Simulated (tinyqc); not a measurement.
# Trap density from the capacitance step

Question. A junction with shallow donors Nd and a deep trap has C_HF = eps0 eps_r/W and C_LF = eps0 eps_r (Nd + Nt)/(Nd W + Nt xt), xt = W - lam. Find W, xt and Nt.

Values chosen for this exercise: relative permittivity eps_r = 11.5; shallow donor density Nd = 3e15 cm^-3.

Constants: eps0 = 8.8541878128e-14 F/cm where lengths are in cm. Results are converted to the units shown.

C_HF = 22.294339 nF/cm^2
C_LF = 25.381709 nF/cm^2
lam = 174.60006 nm

Answer. C_HF gives W. With y = C_LF/C_HF, Nt/Nd = (y - 1)/(1 - y xt/W).

W = 457 nm
xt = 282 nm
Nt = 1.40e15 cm^-3

Program tinyqc, `OMP_NUM_THREADS=1 python tinyqc.py 2050057 2050058 out.jsonl`; Intel Xeon 2.30GHz, shared host, one thread, about 0.01 s.
